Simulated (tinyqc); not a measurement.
Straight dislocations in isotropic elasticity: fields, energies, partials, Peierls stress and walls: one step, computed by the program tinyqc.

The line runs along z, the glide plane is y = 0, and beta is the angle between b and the line (0 screw, 90 degrees edge): b_e = b sin(beta) along +x with the extra half plane at y > 0, b_s = b cos(beta). Stress is positive in tension.

Question. Splitting into partials. Shockley partials have b_p = b/sqrt(3) at the angles beta -/+ 30 degrees; their repulsion balances the fault at d = G b_p^2/(8 pi gamma) (2 - nu)/(1 - nu) [1 - 2 nu cos(2 beta)/(2 - nu)].

Inputs (values chosen for the exercise, for a model fcc or diamond crystal):
```
quantity                     value      unit
shear modulus G               18.2       GPa
Poisson ratio nu             0.329         -
Burgers vector b             2.749  angstrom
stacking-fault energy gamma    178    mJ/m^2
```

Character: screw.

Give: partial Burgers vector b_p; splitting width d; d/b.

Answer.

partial Burgers vector b_p = 1.5871 angstrom

splitting width d = 0.15471 nm

d/b = 0.56280

Narrowly split: the cores nearly overlap. Caution: a splitting under two Burgers vectors is within the cores, where the elastic formula fails.
